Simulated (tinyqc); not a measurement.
Worked calculation: Kane-Mele model of a buckled honeycomb layer in a normal field. Values are carried at full precision from step to step, so a last printed digit may differ when a step is redone from the rounded ones.

Sublattices A and B lie at +/-b, so the field gives them the energies +/-D, D = e b Ez (in eV for b in angstrom and Ez in V/angstrom); 2 lam is the gap at zero field. Near the valleys tau = +/-1, for spin sz = +/-1: H = hbar v (tau qx sx + qy sy) + m sz_AB with m = D - tau sz lam, hbar v = (sqrt3/2) a t. On the lattice the spin-orbit term is the second-neighbour hopping i (lam/3 sqrt3) nu sz, nu = +/-1 by the sense of the turn. The filled band of one cone contributes tau sign(m)/2 to the Chern number, in the sense Omega = curl of i<u|grad u>. Rashba terms are left out.

Constants: hbar^2/2m0 = 3.80998211 eV angstrom^2.

Parameters, chosen for this exercise: a = 3.05 angstrom (lattice constant); t = 0.97 eV (hopping); lam = 0.17 eV (spin-orbit half gap); b = 0.3 angstrom (half the buckling height); Ez = 0.27 V/angstrom (normal field at the atoms, after screening; 0.01 is 1 MV/cm, and gates reach some 0.05); q = 0.0021 1/angstrom (distance from K along x).

## The four Dirac masses

Form D, hbar v, and for each flavour m, the gap 2|m|, the band mass 2c|m|/(hbar v)^2 with c = hbar^2/2m0, and the share of the Chern number.

D = 81.000 meV
hbar v = 2.5621 eV angstrom

Flavours:
```
tau,sz,m (meV),gap (meV),mass (m0),share of C
1,1,-89.000,178.000,0.10331,-0.5
1,-1,251.000,502.000,0.29135,0.5
-1,1,251.000,502.000,0.29135,-0.5
-1,-1,-89.000,178.000,0.10331,0.5
```

## Invariants

C(up) and C(down) are the sums over valleys; spin Chern number (C(up) - C(down))/2; valley number, the sum for tau = +1 less that for tau = -1; Z2 index |C(up)| mod 2; critical field lam/b.

C(up), C(down): -1  1

spin Chern number = -1
valley number = 0
Z2 = 1
critical field = 0.5667 V/angstrom

|D| < lam: the masses of one spin have opposite signs in the two valleys, a quantum spin Hall insulator.

## Levels and curvature at distance q

E = sqrt(m^2 + (hbar v q)^2); curvature of the filled band Omega = tau (hbar v)^2 m/(2 E^3).

At q:
```
tau,sz,E (meV),Omega (angstrom^2)
1,1,89.162,-412.1
1,-1,251.058,52.06
-1,1,251.058,-52.06
-1,-1,89.162,412.1
```

In each valley the two spins differ by 161.895 meV, with opposite order in the other valley.

## Checks

- Curvature formula against a plaquette: both -412.1.

Computed by tinyqc, a small Python program: `OMP_NUM_THREADS=1 python tinyqc.py 1451117 1451118 out.jsonl` (the numbers bound the seed that draws the inputs); one thread of a shared host (Intel(R) Xeon(R) Processor @ 2.30GHz), about 0.01 s for the whole set of steps.
